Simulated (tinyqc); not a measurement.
Nudged elastic band on a two-dimensional model surface: one step, computed by the program tinyqc. Command: `OMP_NUM_THREADS=1 python tinyqc.py 3021648 3021649 out.jsonl neb walk`. One thread of a shared host (Intel(R) Xeon(R) Processor @ 2.30GHz), about 1 s of CPU time with the checks.

V(x, y) = h u^2 + t x + (kappa/2)(y + c u)^2 with u = x^2/w^2 - 1; the path runs from the minimum near (-w, 0) to that near (w, 0).

Problem. Iteration 2. Tangent at image i: towards the higher neighbour if the energies rise or fall through i; at a maximum or minimum, tau = t+ dmax + t- dmin if V(i+1) > V(i-1), else t+ dmin + t- dmax, with t+ = R(i+1) - R(i), t- = R(i) - R(i-1) and dmax, dmin the larger and smaller of |V(i+1) - V(i)| and |V(i-1) - V(i)|; then normalise. Force F = -grad V + (grad V.tau) tau + k_s (|t+| - |t-|) tau. Update R(new) = R + eta F; the end points stay fixed.

Inputs (values chosen for the exercise, for a model surface):
```
quantity                    value           unit
height h                        1             eV
half width w                 0.94       angstrom
transverse stiffness kappa    4.3  eV/angstrom^2
curvature c                   0.7       angstrom
tilt t                      -0.22    eV/angstrom
spring constant k_s             2  eV/angstrom^2
step factor eta             0.017  angstrom^2/eV
```

Surface: curved double well. Climbing image: off.

images after iteration 1 (angstrom):
```
                  x          y
image 1  -0.6006521  0.0514842
image 2  -0.2869585  0.0569178
image 3   0.0263442  0.0522238
image 4   0.3392069  0.0361335
image 5   0.6515808  0.0073783
```

positions (angstrom):
```
                 x           y
start   -0.9146878   0.0371915
end      0.9634167  -0.0353104
saddle  -0.0487290   0.6981189
```

Give: unit tangents; forces; images after iteration 2.

Solution.

unit tangents:
```
              x        y
image 1  0.9999   0.0173
image 2  0.9999  -0.0150
image 3  0.9996  -0.0282
image 4  0.9987  -0.0514
image 5  0.9958  -0.0917
```

forces (eV/angstrom):
```
              x      y
image 1  -0.029  1.609
image 2   0.036  2.453
image 3   0.079  2.794
image 4   0.135  2.604
image 5   0.170  1.823
```

images after iteration 2 (angstrom):
```
               x       y
image 1  -0.6011  0.0788
image 2  -0.2863  0.0986
image 3   0.0277  0.0997
image 4   0.3415  0.0804
image 5   0.6545  0.0384
```
